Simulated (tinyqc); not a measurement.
Chemical vapour deposition: Grove model, boundary layer, depletion and step coverage: one step, computed by the program tinyqc.

A precursor diffuses to the surface and reacts there at first order; each molecule that reacts adds one formula unit of film.

Question. Step coverage in a trench. In a long trench of width w and depth l = aspect ratio x w: Knudsen diffusivity D_K = (2w) c/3 (hydraulic diameter 2w), combined as 1/D_e = 1/D_K + 1/D; D_e d2C/dz2 = 2 k_s C/w with D_e dC/dz = -k_s C at the floor. With m = sqrt(2 k_s/(w D_e)): C(floor)/C(top) = 1/[cosh(m l) + (k_s/(D_e m)) sinh(m l)].

Inputs (values chosen for the exercise, close to those used for silicon dioxide from an alkoxysilane): temperature T = 760 C; trench width w = 0.092 um; aspect ratio of the trench = 79.

Reactor: horizontal, reduced pressure.

mean speed c = 32429.27 cm/s

gas diffusivity D = 34.02091 cm^2/s

surface rate constant k_s = 0.3576877 cm/s

Give: Knudsen diffusivity D_K; effective diffusivity D_e; modulus m l; step coverage.

Answer.

Knudsen diffusivity D_K = 0.1989 cm^2/s

effective diffusivity D_e = 0.1977 cm^2/s

modulus m l = 0.4558

step coverage = 0.9033

Caution: the hydraulic-diameter form of D_K is rough for a slit.
